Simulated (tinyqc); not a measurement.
Implant damage, amorphisation by cascade overlap, and solid-phase epitaxial regrowth: one step, computed by the program tinyqc. Command: `OMP_NUM_THREADS=1 python tinyqc.py 3112876 3112877 out.jsonl sper walk`. One thread of a shared host (Intel(R) Xeon(R) Processor @ 2.30GHz), about 0.01 s of CPU time with the checks.

Range and width of the damage are inputs. Dynamic annealing enters only through the surviving share f.

Task: Isothermal regrowth. v = v0 x orientation factor x exp(-E_a/(k_B T)) x [1 + (enhancement - 1) exp(-(z - R_d)^2/(2 s_d^2))], T = anneal temperature + 273.15 K; the dopant is taken to follow the damage profile; the lower front moves from the lower edge z2 to the surface, or to the middle (z1 + z2)/2 of a buried layer with upper edge z1; time = int dz/v; the equivalent undoped distance is that time times the undoped velocity.

Inputs (values chosen for the exercise, modelled on germanium ions in silicon):
```
quantity,value,unit
depth of the damage peak R_d,38,nm
width of the damage profile s_d,26,nm
regrowth prefactor v0,5.8e+15,nm/s
regrowth energy E_a,2.69,eV
anneal temperature,519,C
rate relative to (100),1,-
peak enhancement by the dopant,8.2,-
```

lower edge = 96.42426 nm

upper edge = 0 nm

Constants: k_B = 8.617333262e-05 eV/K.

Give: undoped velocity; distance to regrow; time without enhancement; equivalent undoped distance; time with enhancement.

Result:

undoped velocity = 0.04459 nm/s

distance to regrow = 96.42 nm

time without enhancement = 2162 s

equivalent undoped distance = 22.02 nm

time with enhancement = 493.9 s

The rate doubles for each 14 K or so near this temperature.
